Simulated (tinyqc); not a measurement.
Shift against diffusion length: interdiffusion of a quantum well during annealing: blurred potential and shift of the confined levels. Computed by tinyqc, a small Python program. Command: `OMP_NUM_THREADS=1 python tinyqc.py 3027891 3027892 out.jsonl qwi walk`. One thread of a shared host (Intel(R) Xeon(R) Processor @ 2.30GHz), about 0.06 s of CPU time with the checks.

A square well of width w is blurred by Fick diffusion with a constant coefficient; band offsets are linear in composition, masses are uniform, and strain and excitons are ignored.

Inputs (values chosen for the exercise, modelled on InGaAs in InP):
```
quantity                value  unit
well width w              3.5    nm
electron mass m_e      0.0403   m_0
hole mass m_h           0.398   m_0
conduction offset V_c    0.22    eV
valence offset V_v        0.3    eV
```

Constants: hbar^2/(2 m_0) = 3.80998212 eV angstrom^2.

Method:
- Square well, ground state: take the lowest root of k tan(k w/2) = kappa, k^2 = E/c, kappa^2 = (V - E)/c, c = hbar^2/(2m) with hbar^2/(2 m_0) in eV angstrom^2.
- With L = sqrt(D t) and the share at the centre erf(w/(4L)). After the anneal: V(z) = V {1 - (1/2)[erf((w/2 - z)/(2L)) + erf((w/2 + z)/(2L))]}, energies counted from the original well bottom. Finite differences on 3000 points over |z| < w/2 + 6L + 25 nm; shifts are taken against the same grid with cell-averaged square steps.
- First-order estimate for small L: the shift is 2 L^2 V |d(psi^2)/dz| at an edge, with psi the normalised square-well state: psi^2 = cos^2(k z)/(w/2 + 1/kappa) inside, so |d(psi^2)/dz| = k sin(k w)/(w/2 + 1/kappa).

electron level before the anneal = 136.330 meV

hole level before the anneal = 43.5258 meV

Shifts (meV):
```
L/w   L (nm)  share at the centre  electron     hole      sum  first-order sum
0.02    0.07                    1      0.15    0.551    0.701          0.74697
0.04    0.14                    1     0.585    2.105     2.69           2.9879
0.07   0.245              1.00000     1.704    6.098    7.802           9.1504
0.1     0.35              0.99959     3.293   11.993   15.286           18.674
0.15   0.525              0.98158     6.702   25.795   32.498           42.017
0.2      0.7              0.92290    10.651    43.14   53.791           74.697
0.3     1.05              0.76141    18.695   78.742   97.437           168.07
0.45   1.575              0.56794     28.91  119.686  148.596           378.15
0.7     2.45              0.38649    40.681  159.744  200.425           915.04
1        3.5              0.27633    49.497  185.339  234.837           1867.4
```

What follows from these numbers?

The sum grows as L^1.94 between the first rows (L^2, linear in time, in first order) and as L^0.44 between the last, as it bends towards the limit V_c + V_v less the original levels, 340.1 meV. The first-order form is off by +7 % in the first row and +22 % at L/w = 0.1; it needs L well below the decay length 1/kappa. At L/w = 0.2 the hole level has moved by the larger share of its offset (14.4 % for the hole, 4.8 % for the electron). Caution: the well mass is used in the barriers too; a heavier barrier mass would lower these levels.
